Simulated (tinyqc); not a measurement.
Thermal resistances of a two-die stack.

Question. Heat leaves through the lower die only, and the system is linear. Find the resistance R1 from the lower die to the coolant, R2 between the dies, and the rise of the upper die when both are powered.

Inputs (values chosen for the exercise): power of the lower die P1 = 11 W; power of the upper die P2 = 11 W.

rises of the lower and upper die with only the lower one powered (K): [4.29, 4.29]
rises of the lower and upper die with only the upper one powered (K): [4.29, 8.58]

Solution. With only the lower die powered no heat crosses R2, so both dies rise by P1 R1; the difference in the second test is P2 R2; rises add.

R1 = 0.3900 K/W
R2 = 0.3900 K/W
rise of the upper die = 12.87 K

Numbers from tinyqc (`OMP_NUM_THREADS=1 python tinyqc.py 2162106 2162107 out.jsonl`; about 0.03 s on one thread of a shared Intel Xeon 2.30GHz).
